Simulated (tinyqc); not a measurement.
Random telegraph noise from one oxide trap in a small MOSFET: one step of the calculation.

An acceptor-like trap exchanges electrons with the channel. Inversion charge Q = Cox u, u = n Vt W0(exp((Vg - VT)/(n Vt))), W0 the Lambert function, n = nf, Cox = eps0 eox/tox; linear regime Id = (W/L) mu Q Vd. Relative to threshold the surface potential rises by Vt ln(u/u0) and the oxide voltage by the rest of Vg - VT, with u0 = n Vt W0(1).

Task. Lorentzian spectrum. Spectrum S(f) = 4 dI^2/{(tc + te)[(1/tc + 1/te)^2 + (2 pi f)^2]}; corner fc = (1/tc + 1/te)/(2 pi); variance dI^2 tc te/(tc + te)^2. Give S at f = 0, at fc and at 10 fc.

tc = 0.030378976 s
te = 0.017459403 s
dI = 4.0562011 nA

Give: fc; S(0); S(fc); S(10 fc); rms current.

Result.

fc = 14.35 Hz
S(0) = 1.691e-19 A^2/Hz
S(fc) = 8.456e-20 A^2/Hz
S(10 fc) = 1.674e-21 A^2/Hz
rms current = 1.953 nA

The rms value is 0.481 of the step; it reaches its largest share, 1/2, when tc = te.

Range of the model: VT is taken as given; short-channel effects and the uneven flow of current among few electrons are left out.

Numbers from tinyqc (`OMP_NUM_THREADS=1 python tinyqc.py 2710056 2710057 out.jsonl`; about 0.01 s on one thread of a shared Intel Xeon 2.30GHz).
